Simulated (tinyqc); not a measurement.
# Worked calculation: van der Pauw, Hall and four-point-probe measurements on a doped layer

Computed by the program tinyqc: `OMP_NUM_THREADS=1 python tinyqc.py 2850180 2850181 out.jsonl`, one thread of a shared Intel Xeon 2.30GHz, about 0.01 s for the whole run. Printed values are rounded.

A uniform p-type layer with sheet resistance Rs = 1/(q ns mu), point contacts, low field (mu B small).

Inputs (values chosen for the exercise):

| symbol | value | unit | meaning |
|---|---|---|---|
| ns | 5.8e11 | cm^-2 | sheet density of the layer |
| mu | 58 | cm^2/(V s) | drift mobility |
| rH | 0.8 |  | Hall factor |
| B | 2 | T | magnetic field |
| I | 500 | uA | current |
| ar | 1.2 |  | side ratio a/b of a rectangular sample with corner contacts |
| t | 450 | nm | thickness of the layer |

Constants: q = 1.602176634e-19 C. Results are converted to the units shown.

## Resistances and Hall voltage

Rs = 1/(q ns mu). For a rectangle with contacts at the corners, RA = (8 Rs/pi) sum_(k>=0) ln coth((2k + 1) pi a/(2 b)) with current along a short side b and voltage along the opposite one, RB the same with a and b exchanged; Hall voltage VH = rH B I/(q ns), negative for electrons.

Rs = 1.85538e5 ohm/square
RA = 21800.2 ohm
RB = 69423.9 ohm
VH = 860.898 mV

RB/RA = 3.18; for a square both equal Rs ln 2/pi = 40900 ohm.

## Starting value

z = 2 ln 2/(pi (RA + RB)), exact for RA = RB.

z at the start = 0.00483723 mS

## Iteration 1: new z

The van der Pauw equation exp(-pi RA z) + exp(-pi RB z) = 1 is solved for z = 1/Rs: e1 = exp(-pi RA z), e2 = exp(-pi RB z), f = e1 + e2 - 1, f' = -pi (RA e1 + RB e2), z(new) = z - f/f'.

e1 = 0.717998
e2 = 0.348190
f = 0.0661885
f' = -125.115 kohm
z after iteration 1 = 0.00536625 mS

## Iteration 2: new z

As before.

e1 = 0.692450
e2 = 0.310247
f = 0.00269667
f' = -115.089 kohm
z after iteration 2 = 0.00538968 mS

## Iteration 3: new z

As before.

e1 = 0.691339
e2 = 0.308665
f = 4.93540e-6
f' = -114.668 kohm
z after iteration 3 = 0.00538972 mS

## Course of the iteration

Stop when the step is below 1e-10 mS, or after 40 iterations.

Course of the iteration:
```
iteration	z before the step (mS)	step (mS)
1	0.00483723	5.29e-4
2	0.00536625	2.34e-5
3	0.00538968	4.30e-8
4	0.00538972	1.45e-13
```

Converged in 4 iterations.

## Sheet density, mobility and bulk values

converged z = 0.00538972 mS

Rs = 1/z; Hall sheet density B I/(q |VH|); Hall mobility |VH|/(Rs B I); true values ns = rH times the Hall density, mu = Hall mobility/rH; bulk density ns/t, resistivity Rs t; correction factor F = Rs/[(pi/ln 2)(RA + RB)/2].

Rs = 1.85538e5 ohm/square
Hall sheet density = 7.25e11 cm^-2
Hall mobility = 46.4 cm^2/(V s)
ns = 5.8e11 cm^-2
mu = 58 cm^2/(V s)
bulk density = 1.28889e16 cm^-3
resistivity = 8.34922 ohm cm
F = 0.897491

Taking the mean of RA and RB without F would overstate Rs by 11 %.
